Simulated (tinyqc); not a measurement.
Composition and strain of an epitaxial Si(1-x)Ge(x) layer from Raman and X-ray peaks: one step, computed by the program tinyqc.

A (001) layer, biaxially strained in the plane. The Raman peaks follow empirical lines omega = w0 + c1 x + c3 x^3 + b eps (c3 for Si-Ge alone), with eps the in-plane strain.

Problem. Lattice constants and strain. Relaxed lattice constant a(x) = a_Si + (a_Ge - a_Si) x - B x (1 - x). In-plane constant a_par = a_sub + R (a(x) - a_sub); eps = a_par/a(x) - 1; eps_perp = -(2 C12/C11) eps with 2 C12/C11 linear in x; a_perp = a(x) (1 + eps_perp).

Inputs (values chosen for the exercise, modelled on silicon-germanium):
```
quantity,value,unit
Ge fraction x,0.57,-
degree of relaxation R,0.25,-
lattice constant of Si,5.431,angstrom
lattice constant of Ge,5.658,angstrom
bowing B,0.025,angstrom
2 C12/C11 of Si,0.769,-
2 C12/C11 of Ge,0.75,-
```

Substrate: silicon.

Give: relaxed constant a(x); substrate constant a_sub; a_par; in-plane strain eps; strain along the normal; a_perp.

Solution.

relaxed constant a(x) = 5.554 angstrom

substrate constant a_sub = 5.431 angstrom

a_par = 5.462 angstrom

in-plane strain eps = -16.64 per mille

strain along the normal = 12.62 per mille

a_perp = 5.624 angstrom

The layer is under compression in the plane and is stretched along the normal.
